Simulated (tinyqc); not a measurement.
Inside a calculation: Weaire-Thorpe hybrids on a Bethe lattice: gap and dangling bond of an amorphous tetrahedral solid. Values are carried at full precision from step to step, so a last printed digit may differ when a step is redone from the rounded ones.

Four sp3 hybrids an atom at energy 0, coupled by -V1 on the atom and by -V2 along a bond; the bonds form a tree (no rings). For any network the gap runs at least from -V2 + V1 to V2 - 3 V1, and p-like states pile up at -V2 + V1 and V2 + V1. On the tree the gap is wider: it ends at Ec = -V1 + sqrt(V2^2 + 4 V1^2 - 2 sqrt3 V1 V2), which makes it well wider than the gaps of the real glasses. A branch seen from a hybrid has the self-energy S = V2^2 g, where g is the Green function of the hybrid across the bond, whose three partners carry S themselves. With a = z - V1, b = a - S: g = 1/(a + V1 b/(b + 3 V1)), z = E + i eta. A full atom has G = (1/b)(b + 3 V1)/(b + 4 V1) per hybrid; a dangling hybrid with shift dh has G = 1/(1/g - dh).

Parameters, chosen for this exercise (of the size of tabulated hybrid energies for amorphous germanium; the results hold for these values, not for the real material): V1 = 1.87 eV (coupling of two hybrids on one atom); V2 = 4.16 eV (coupling of the two hybrids of a bond); E = 0.99 eV (energy); eta = 0.05 eV (broadening); dh = 0.26 eV (shift of the dangling hybrid (rehybridisation)).

## Edges

Bounds -V2 + V1 and V2 - 3 V1. On the tree the s-like bands are narrower: E = -V1 -/+ sqrt(V2^2 + 4 V1^2 + V1 V2 e) with e from -2 sqrt3 to 2 sqrt3 (for a crystal, -4 to 4), so the conduction edge is -V1 + sqrt(V2^2 + 4 V1^2 - 2 sqrt3 V1 V2).

edges (eV): Ev -2.2900, Ec(bound) -1.4500, Ec(tree) 0.2145

gaps (eV): (bound, reached in the crystal) 0.8400, (tree) 2.5045

The gap needs no periodicity, only V2 > 2 V1 (here V2/V1 = 2.225); leaving out rings widens it by 1.665 eV. Two parameters give the trend, not the value.

## The self-energy at one energy

S = V2^2 g is a quadratic A S^2 + B S + C = 0 with A = a + V1, B = -(a (a + 4 V1) + V2^2), C = V2^2 (a + 3 V1), a = z - V1. Of the two roots take the one with Im S < 0 (if both qualify, the decaying one, with the smaller |V1 V2 g/(b + 3 V1)|).

A, B, C: 0.9900+0.0500i  -11.4951-0.2860i  81.8555+0.8653i

roots (eV): 5.9105+6.8468i  5.6857-7.1436i

S = 5.6857-7.1436i eV

## Densities at that energy

With z = E + i eta, b = z - V1 - S: full atom G = (b + 3 V1)/(b (b + 4 V1)); g = S/V2^2; dangling hybrid 1/(1/g - dh); densities -Im G/pi.

G (1/eV): (bulk) -0.0476-0.0911i, (dangling with dh = 0) 0.3285-0.4128i, (dangling with dh) 0.3021-0.4868i
densities (1/eV): (bulk) 0.0290, (dangling with dh = 0) 0.1314, (dangling with dh) 0.1550

## The dangling-bond level

For eta = 0 the level solves 1/g(E) = dh inside the gap (bisection); its weight on the dangling hybrid is 1/(d(1/g)/dE), by central differences with step 1e-5 eV.

level = 0.0928 eV
above Ev = 2.3828 eV
weight on the dangling hybrid = 0.317

The level lies at 95 % of the gap of the tree; 68 % of it spreads over the back bonds.

## Checks

- Conduction edge from the formula against the zero of the discriminant: both 0.214529.
- S from the quadratic against damped iteration of S = V2^2 g: both 5.685699.

Program tinyqc; command `OMP_NUM_THREADS=1 python tinyqc.py 1451868 1451869 out.jsonl`; about 0.02 s on one thread of a shared Intel(R) Xeon(R) Processor @ 2.30GHz.
